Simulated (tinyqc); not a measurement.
Plane-wave Kohn-Sham cycle with exchange-only LDA in a layered model solid, step by step. One step of it, computed by the program tinyqc.

Problem. Iteration 1: potential. V_H(G) = 4 pi rho(G)/G^2 for G != 0 (uniform background); v_x = -(3 rho/pi)^(1/3); V = V_ext + V_H + v_x; Fourier components f(G_m) = (1/N) sum_j f(x_j) exp(-i G_m x_j).

A solid whose potential varies along x alone (atomic units):
```
parameter                      value
period a                    4.700000
cross-section of the cell  32.000000
electrons per cell                 2
grid points                       16
plane waves -n..n, n               3
k points                           4
V1 in V1 cos(2 pi x/a)     -0.470000
V2 in V2 cos(4 pi x/a)     -0.170000
```

density at the start, on the grid x_j = j a/N (e/bohr^3): [0.01329787, 0.01329787, 0.01329787, 0.01329787, 0.01329787, 0.01329787, 0.01329787, 0.01329787, 0.01329787, 0.01329787, 0.01329787, 0.01329787, 0.01329787, 0.01329787, 0.01329787, 0.01329787]

Give: Potentials on the grid; V(G_m), m = 0, 1, 2, ....

Solution.

Potentials on the grid (hartree):
```
x         V_ext     V_H      v_x        V
0.0000  -0.6400  0.0000  -0.2333  -0.8733
0.2938  -0.5544  0.0000  -0.2333  -0.7877
0.5875  -0.3323  0.0000  -0.2333  -0.5656
0.8812  -0.0597  0.0000  -0.2333  -0.2930
1.1750   0.1700  0.0000  -0.2333  -0.0633
1.4688   0.3001  0.0000  -0.2333   0.0668
1.7625   0.3323  0.0000  -0.2333   0.0990
2.0562   0.3140  0.0000  -0.2333   0.0807
2.3500   0.3000  0.0000  -0.2333   0.0667
2.6437   0.3140  0.0000  -0.2333   0.0807
2.9375   0.3323  0.0000  -0.2333   0.0990
3.2313   0.3001  0.0000  -0.2333   0.0668
3.5250   0.1700  0.0000  -0.2333  -0.0633
3.8188  -0.0597  0.0000  -0.2333  -0.2930
4.1125  -0.3323  0.0000  -0.2333  -0.5656
4.4062  -0.5544  0.0000  -0.2333  -0.7877
```

V(G_m), m = 0, 1, 2, ... (hartree): [-0.2333, -0.2350, -0.0850, 0.0000, 0.0000, 0.0000, 0.0000]
